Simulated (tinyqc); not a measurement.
Time-domain thermoreflectance: layered heat flow under a modulated pulse train, and what the signal ratio measures: one step, computed by the program tinyqc. Command: `OMP_NUM_THREADS=1 python tinyqc.py 3112699 3112700 out.jsonl tdtr walk`. One thread of a shared host (Intel(R) Xeon(R) Processor @ 2.30GHz), about 0.1 s of CPU time with the checks.

Pulses repeat at 80 MHz; heat is laid down at the surface, all layers are isotropic.

Task: Length and time scales. Penetration depth sqrt(kappa/(pi f C)); effusivity sqrt(kappa C); cooling time of the metal d C_m/G; Kapitza length kappa/G.

Inputs (values chosen for the exercise, modelled on aluminium on silicon):
```
quantity                                value        unit
metal thickness d                         110          nm
metal heat capacity                      2.42  MJ/(m^3 K)
boundary conductance G under the metal     79  MW/(m^2 K)
substrate conductivity kappa              141     W/(m K)
substrate heat capacity C                1.62  MJ/(m^3 K)
modulation frequency f                      1         MHz
spot radius w (1/e^2, pump and probe)     3.8  micrometre
```

Stack: metal, substrate.

Give: penetration depth; effusivity; cooling time of the metal; Kapitza length; depth over spot radius.

Result:

penetration depth = 5.264 micrometre

effusivity = 15114 W s^(1/2)/(m^2 K)

cooling time of the metal = 3370 ps

Kapitza length = 1785 nm

depth over spot radius = 1.385

The penetration depth is not small against the spot, so radial spreading in the substrate matters at f.
